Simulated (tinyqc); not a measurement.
Worked calculation: Stoner model of a band ferromagnet. Values are carried at full precision from step to step, so a last printed digit may differ when a step is redone from the rounded ones.

Density of states per atom and spin: triangular, D(e) = (4 M/W^2) (W/2 - |e|). Levels e -/+ I m/2 for up and down spin, m = n_up - n_down, n_up + n_down = nd. At zero temperature e(N) is the energy below which N states lie, and E(m) = sum over spins of integral e D de - I m^2/4.

Inputs chosen for the exercise: W = 3.6 eV (band width, e from -W/2 to W/2); M = 5 (states per atom and spin); nd = 8.26 (electrons per atom); I = 0.93 eV (Stoner parameter).

## The paramagnetic state and the Stoner criterion

Find EF from nd/2 states per spin, D(EF) and the product I D(EF); below 1 the susceptibility is enhanced by 1/(1 - I D).

EF = 0.7382 eV
D(EF) = 1.6387 1/eV
I D(EF) = 1.5239

The paramagnet is unstable.

## Energy against moment

Tabulate the splitting that the band needs, e(n_up) - e(n_down), against I m, and E(m) - E(0), at nine moments up to saturation m_max = min(nd, 2M - nd).

Energy curve:

| m | e(n_up) (eV) | e(n_down) (eV) | difference (eV) | I m (eV) | E - E(0) (meV) |
|---|---|---|---|---|---|
| 0.000 | 0.7382 | 0.7382 | 0.0000 | 0.0000 | 0.0 |
| 0.217 | 0.8067 | 0.6737 | 0.1330 | 0.2023 | -3.8 |
| 0.435 | 0.8804 | 0.6128 | 0.2676 | 0.4046 | -15.0 |
| 0.652 | 0.9605 | 0.5549 | 0.4057 | 0.6068 | -33.4 |
| 0.870 | 1.0492 | 0.4995 | 0.5497 | 0.8091 | -58.6 |
| 1.087 | 1.1498 | 0.4464 | 0.7033 | 1.0114 | -89.5 |
| 1.305 | 1.2691 | 0.3953 | 0.8738 | 1.2136 | -124.9 |
| 1.522 | 1.4246 | 0.3460 | 1.0786 | 1.4159 | -162.2 |
| 1.740 | 1.8000 | 0.2983 | 1.5017 | 1.6182 | -193.7 |

dE/dm is half of (difference - I m), so E falls wherever I m exceeds the difference.

## The ground state

Take the lowest of E(0), the stationary points e(n_up) - e(n_down) = I m, and saturation.

m = 1.740 muB
exchange splitting I m = 1.618 eV
E - E(0) = -193.7 meV

n_up, n_down: 5.000  3.260

The moment is saturated (a strong ferromagnet): the majority band is full.

## Checks

- States in the band over M against 1: both 1.000000.

Computed by tinyqc, a small Python program: `OMP_NUM_THREADS=1 python tinyqc.py 1681194 1681195 out.jsonl` (the numbers bound the seed that draws the inputs); one thread of a shared host (Intel(R) Xeon(R) Processor @ 2.30GHz), about 0.3 s for the whole set of steps.
